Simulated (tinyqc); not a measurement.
Permittivity and interface capacitance from two thicknesses.

Inverse problem. 1/C = t/(eps0 ek) + 2/ci for planar capacitors that differ only in thickness. Find ek, ci and the EOT of the interfaces, 2 x 3.9 eps0/ci.

Constants: eps0 = 8.8541878128e-14 F/cm where lengths are in cm. Results are converted to the units shown.

C at t = 4.3 and 13 nm (uF/cm^2): [1.9505776, 0.64687990]

Answer. 1/C is a straight line in t: the slope gives ek and the intercept 2/ci. A single thickness would give only the effective permittivity; when the interfaces are a small part of 1/C, ci needs very accurate data.

ek = 9.51
ci = 1.00e3 uF/cm^2
EOT of the interfaces = 0.00691 nm

Computed by the program tinyqc: `OMP_NUM_THREADS=1 python tinyqc.py 2102131 2102132 out.jsonl`, one thread of a shared Intel Xeon 2.30GHz, about 0.01 s for the whole run.
